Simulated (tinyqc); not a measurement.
On-chip power grid, static voltage drop by conjugate gradients: one step of the calculation.

A grid of 4 rows and 3 columns, node k = 3 row + column. Neighbours in a row are joined by Rx, in a column by Ry; pad nodes, which reach the supply through Rp: 0, 11. Each node draws I0, node 4 draws kh I0. The drops u = Vdd - V solve G u = i, with G the conductance matrix (1/Rp added on the diagonal at pad nodes).

Question. Conjugate-gradient step. q = G p; a = (r.r)/(p.q); u(new) = u + a p; r(new) = r - a q; b = (r.r)(new)/(r.r); p(new) = r(new) + b p.

Parameters, values chosen for the exercise: resistance of a horizontal segment Rx = 0.91 ohm; resistance of a vertical segment Ry = 0.51 ohm; resistance from a pad node to the supply Rp = 0.57 ohm.

u after iteration 1 (mV):
```
          col 0      col 1     col 2
row 0  7.861002   7.861002  7.861002
row 1  7.861002  23.583005  7.861002
row 2  7.861002   7.861002  7.861002
row 3  7.861002   7.861002  7.861002
```

r after iteration 1 (mA):
```
           col 0       col 1      col 2
row 0  -2.791231   41.827458  11.000000
row 1  28.276927  -63.208769  28.276927
row 2  11.000000   41.827458  11.000000
row 3  11.000000   11.000000  -2.791231
```

p after iteration 1 (mA):
```
           col 0      col 1      col 2
row 0  41.364096  85.982785  55.155327
row 1  72.432254  69.257213  72.432254
row 2  55.155327  85.982785  55.155327
row 3  55.155327  55.155327  41.364096
```

Wanted: q; a; u after iteration 2; r after iteration 2; b; p after iteration 2.

Answer.

q (mA S):
```
        col 0   col 1   col 2
row 0  -37.38  115.70  -67.75
row 1   98.28  -72.57   71.24
row 2  -67.75  160.99  -40.71
row 3    0.00  -45.29   30.37
```

a = 0.52404 ohm

u after iteration 2 (mV):
```
        col 0   col 1   col 2
row 0  29.537  52.919  36.765
row 1  45.818  59.876  45.818
row 2  36.765  52.919  36.765
row 3  36.765  36.765  29.537
```

r after iteration 2 (mA):
```
         col 0    col 1    col 2
row 0   16.798  -18.805   46.505
row 1  -23.227  -25.180   -9.056
row 2   46.505  -42.540   32.334
row 3   11.000   34.734  -18.707
```

b = 1.1066

p after iteration 2 (mA):
```
        col 0  col 1   col 2
row 0   62.57  76.34  107.54
row 1   56.92  51.46   71.09
row 2  107.54  52.61   93.37
row 3   72.03  95.77   27.06
```

Program tinyqc, `OMP_NUM_THREADS=1 python tinyqc.py 2770144 2770145 out.jsonl`; Intel Xeon 2.30GHz, shared host, one thread, about 0.07 s.
